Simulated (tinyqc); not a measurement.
Two-band tight binding of a puckered layer: one step. Masses. Three cases, with inputs chosen for the exercise.

Problem. Electrons: c/(ex + gx + chi^2/(2 h0)) along x, c/(ey + gy) along y; holes: the same with -ex and -ey; c = hbar^2/2m0. The coefficients stand in the order gx, gy, ex, ey.

With X = kx ax/2 and Y = ky ay/2: h = t2 + 2 cos(Y) (t1 exp(iX) + t3 exp(-iX)) + t5 exp(2iX), d = 4 t4 cos(X) cos(Y), H = [[d, h], [h*, d]], E = d -/+ |h|.

Constants: hbar^2/2m0 = 3.80998211 eV angstrom^2.

Give: masses; density-of-states mass sqrt(mx my); my/mx.

Case 1.

h0 = 0.719000 eV
chi = -4.924920 eV angstrom

gx, gy, ex, ey (eV angstrom^2): 7.841109  3.835370  0.966155  0.511024

Solution.

masses (m0):
```
               x       y
electron  0.1484  0.8766
hole      0.1605  1.1461
```

density-of-states mass sqrt(mx my) (m0): electron 0.3607, hole 0.4289

my/mx: electron 5.91, hole 7.14

Along x the term chi^2/(2 h0) = 16.87 eV angstrom^2 couples the bands and makes both carriers light; along y it is absent.

Case 2.

h0 = 0.727000 eV
chi = -4.863960 eV angstrom

gx, gy, ex, ey (eV angstrom^2): 8.138843  3.851507  1.059308  0.543299

Solution.

masses (m0):
```
               x       y
electron  0.1496  0.8669
hole      0.1632  1.1517
```

density-of-states mass sqrt(mx my) (m0): electron 0.3601, hole 0.4335

my/mx: electron 5.80, hole 7.06

Along x the term chi^2/(2 h0) = 16.27 eV angstrom^2 couples the bands and makes both carriers light; along y it is absent.

Case 3.

h0 = 0.704000 eV
chi = -4.730000 eV angstrom

gx, gy, ex, ey (eV angstrom^2): 7.482640  3.946019  0.929280  0.529075

Solution.

masses (m0):
```
               x       y
electron  0.1568  0.8514
hole      0.1698  1.1150
```

density-of-states mass sqrt(mx my) (m0): electron 0.3653, hole 0.4351

my/mx: electron 5.43, hole 6.57

Along x the term chi^2/(2 h0) = 15.89 eV angstrom^2 couples the bands and makes both carriers light; along y it is absent.

Computed by tinyqc, one run a case: `OMP_NUM_THREADS=1 python tinyqc.py N N+1 out.jsonl` with N = 1480063, 1480078, 1480338; one thread of a shared Intel(R) Xeon(R) Processor @ 2.30GHz, about 0.01 s a run at most.
